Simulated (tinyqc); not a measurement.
## Activation energy and ten-year temperature from two bakes

Problem. tr goes as exp(q Ex/(kB T)); ten years are 3.15576e8 s. Find Ex and the temperature T10 at which tr is ten years.

Constants: q = 1.602176634e-19 C, kB = 1.380649e-23 J/K. Results are converted to the units shown.

time to crystallise at 498 and 523 K (s): [9000, 776.23626]

Answer. ln tr is linear in 1/T; the line is extended to ten years.

Ex = 2.200 eV
T10 = 413.6 K

tinyqc, about 0.01 s, one thread, Intel Xeon 2.30GHz (shared host): `OMP_NUM_THREADS=1 python tinyqc.py 2880049 2880050 out.jsonl`
